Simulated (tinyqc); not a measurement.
# Energy and delay of logic against supply voltage, step by step

Program tinyqc, `OMP_NUM_THREADS=1 python tinyqc.py 2082097 2082098 out.jsonl`; Intel Xeon 2.30GHz, shared host, one thread, about 0.01 s. Printed values are rounded.

One expression serves below and above threshold: I(Vg) = Ik [ln(1 + exp((Vg - VT + dd V)/(al nf Vt)))]^al, with I_on = I(V) and I_off = I(0). Gate delay td = kd C V/I_on, clock period LD td. Per gate and cycle the switching energy is act C V^2 and the leakage energy I_off V LD td. No short-circuit current, no variation. Minima are sought above 0.09 V; below a few Vt gates no longer switch and the model has no meaning.

Values chosen for this exercise; values of the order met in logic technologies:
```
symbol  value  unit                               meaning
T         300     K                           temperature
VT       0.23     V  threshold voltage at zero drain bias
nf       1.24                                slope factor
dd       0.02         barrier lowering per volt of supply
Ik       0.53    uA            specific current of a gate
al       1.52                 exponent of the current law
C         2.9    fF            load capacitance of a gate
kd          1                                delay factor
LD         60                                 logic depth
act       0.3                             activity factor
V        0.92     V                        supply voltage
```

Constants: q = 1.602176634e-19 C, kB = 1.380649e-23 J/K, Vt = kB T/q. Results are converted to the units shown.

## Currents, delay and energies

I_on, I_off, td, clock frequency 1/(LD td), both energies and their sum.

I_on = 30.9960 uA
I_off = 0.713337 nA
td = 86.0758 ps
clock frequency = 0.193628 GHz
switching energy = 736.368 aJ
leakage energy = 3.38934 aJ
energy = 739.757 aJ

I_on/I_off = 43500; leakage makes up 0.458 % of the energy.

## Starting value

V = 0.23 V.

V at the start = 0.23 V

## Iteration 1: new V

Minimum-energy supply: E(V) is the energy per gate and cycle; with h = 0.001 V, E' = (E(V + h) - E(V - h))/(2 h), E'' = (E(V - h) - 2 E(V) + E(V + h))/h^2, V(new) = V - E'/E''.

E' = 232.859 aJ/V
E'' = 4834.59 aJ/V^2
V after iteration 1 = 0.181835 V

## Iteration 2: new V

As before.

E' = -77.1130 aJ/V
E'' = 8201.99 aJ/V^2
V after iteration 2 = 0.191237 V

## Iteration 3: new V

As before.

E' = -3.30986 aJ/V
E'' = 7493.07 aJ/V^2
V after iteration 3 = 0.191678 V

## Course of the iteration

Stop when the step is below 1e-9 V, or after 40 iterations.

Course of the iteration:
```
iteration	V before the step (V)	step (V)
1	0.23	-0.0482
2	0.181835	9.40e-3
3	0.191237	4.42e-4
4	0.191678	1.00e-6
5	0.191679	5.33e-12
```

Converged in 5 iterations. There leakage makes up 40.8 % of the energy and the clock runs at 3.96 MHz.
